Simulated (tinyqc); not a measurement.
Hydrogenic impurity: series, fields, screening, photoionisation and donor-acceptor pairs: one step, computed by the program tinyqc.

One isotropic, parabolic band. Effective units: Ry* and a*, in which H = -nabla^2 - 2/r.

Question. Effective units and the series. Ry* = Ry m/eps^2, a* = a_0 eps/m; level n is bound by Ry*/n^2; <r> = (3/2) a* in 1s; lines 1s -> np at Ry* (1 - 1/n^2); 1 THz = 4.135667696 meV.

Inputs (values chosen for the exercise, modelled on ZnSe): electron mass m = 0.151 m_0; dielectric constant eps = 9.35.

Parts treated: magnetic field and screening.

Constants: Ry = 13.605693123 eV; a_0 = 0.529177210903 angstrom; h x 1 THz = 4.135667696 meV.

Give: Ry*; a*; <r> of 1s; Series.

Answer.

Ry* = 23.50 meV

a* = 32.77 angstrom

<r> of 1s = 49.15 angstrom

Series:
```
n,binding (meV),line from 1s (meV),line (THz)
2,5.875,17.63,4.262
3,2.611,20.89,5.051
4,1.469,22.03,5.327
5,0.940,22.56,5.455
```
